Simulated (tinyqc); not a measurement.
Inside a calculation. Model: thermal stress and diffusional relaxation in a metal film: Coble and Nabarro-Herring creep, cooling and holds. Computed by tinyqc, a small Python program that keeps every step. Command: `OMP_NUM_THREADS=1 python tinyqc.py 3015813 3015814 out.jsonl creep walk`. One thread of a shared host (Intel(R) Xeon(R) Processor @ 2.30GHz), about 0.02 s of CPU time with the checks. Intermediate numbers are printed to about 6 digits and carried at full precision; extremes and crossings named in words are read from the listed rows.

A thin film on a rigid substrate is stress-free at T0. Tension is positive and the film creeps linearly: d sigma/dt = -M (mismatch) dT/dt - sigma/tau.

Inputs (values chosen for the exercise, modelled on gold films on silicon):
```
quantity                           value        unit
biaxial modulus M                    136         GPa
expansion mismatch                  11.8      1e-6/K
atomic volume Omega                   17  angstrom^3
lattice prefactor D0             1.2e-05       m^2/s
lattice energy E                    1.82          eV
boundary prefactor (delta D_b)0  2.6e-16       m^3/s
boundary energy E_b                0.883          eV
grain size d                         1.8          um
stress-free temperature T0           400           C
hold temperature T                   170           C
hold time t                           11           h
cooling rate                          30       C/min
```

Constants: k_B = 1.380649e-23 J/K; k_B = 8.617333262e-05 eV/K.

## Elastic stress after a quench

Thermoelastic slope = M x mismatch; sigma_0 = slope x (T0 - T).

thermoelastic slope = 1.6048 MPa/K

stress after a quench sigma_0 = 369.104 MPa

## Creep at the hold temperature

Creep rate per stress: Nabarro-Herring 14 D Omega/(k_B T d^2), Coble (14 pi) delta D_b Omega/(k_B T d^3), with D = D0 exp(-E/(k_B T)), delta D_b = (delta D_b)0 exp(-E_b/(k_B T)); 1/tau = M x (sum of both)/2 (biaxial strain rate is half the uniaxial one). Temperatures in kelvin are T(C) + 273.15. sigma(t) = sigma_0 exp(-t/tau), relaxed part sigma_0 - sigma(t); the grain size where both mechanisms are equal is pi delta D_b/D.

Nabarro-Herring rate = 2.88672e-22 1/(Pa s)

Coble rate = 4.94563e-16 1/(Pa s)

relaxation time tau = 8.25974 h

stress after the hold = 97.4479 MPa

stress relaxed during the hold = 271.656 MPa

crossover grain size = 3.08383e+06 um

Coble creep is 1.7e6 times as fast as Nabarro-Herring creep at this grain size. The crossover size is formal, far above any film grain. Caution: bulk creep laws overstate relaxation in a bonded film, where the substrate constrains boundary diffusion, and dislocation glide is left out.

## Stress after cooling to room temperature

Cooling from T0 at the constant rate: d sigma/dT = -slope + sigma/(tau(T) x rate), integrated to 25 C (stiff solver, tolerance 1e-9). Effective stress-free temperature T_eff = 25 C + sigma/slope.

stress at 25 C = 477.192 MPa

effective stress-free temperature = 322.353 C

Creep during cooling removes 20.7 % of the elastic value. Caution: bulk creep laws overstate relaxation in a bonded film, and dislocation glide would cap stresses above the yield stress.

## Where a fixed hold relaxes most

For each hold temperature: sigma_0 = slope (T0 - T), relaxed stress sigma_0 (1 - exp(-t/tau)), initial rate sigma_0/tau. In confined lines the relaxed part appears as void volume.

Holds:
```
T (C)  sigma_0 (MPa)      tau (h)  relaxed (MPa)  initial rate (MPa/h)
25           601.800  4.25220e+05    1.55677e-02           1.41527e-03
65           537.608  8.27382e+03    7.14272e-01           6.49770e-02
105          473.416  3.75145e+02    1.36800e+01           1.26196e+00
145          409.224  3.10550e+01    1.22060e+02           1.31774e+01
185          345.032  4.00538e+00    3.22893e+02           8.61422e+01
225          280.840  7.22848e-01    2.80840e+02           3.88519e+02
265          216.648  1.69268e-01    2.16648e+02           1.27991e+03
305          152.456  4.87002e-02    1.52456e+02           3.13050e+03
345           88.264  1.65318e-02    8.82640e+01           5.33904e+03
385           24.072  6.41967e-03    2.40720e+01           3.74973e+03
```

The relaxed stress peaks at 185 C among these rows: colder holds have more stress but slower diffusion, hotter ones faster diffusion but less stress. The initial rate peaks about k_B T^2/E_b = 44 K below T0 when boundaries dominate; its largest row is 345 C. Caution: dislocation glide would cap stresses above the yield stress; capping layers can block the surface and boundary paths, and threshold stresses are ignored.

Checks made by the program: cooling integral by quadrature (relative difference 1e-09).
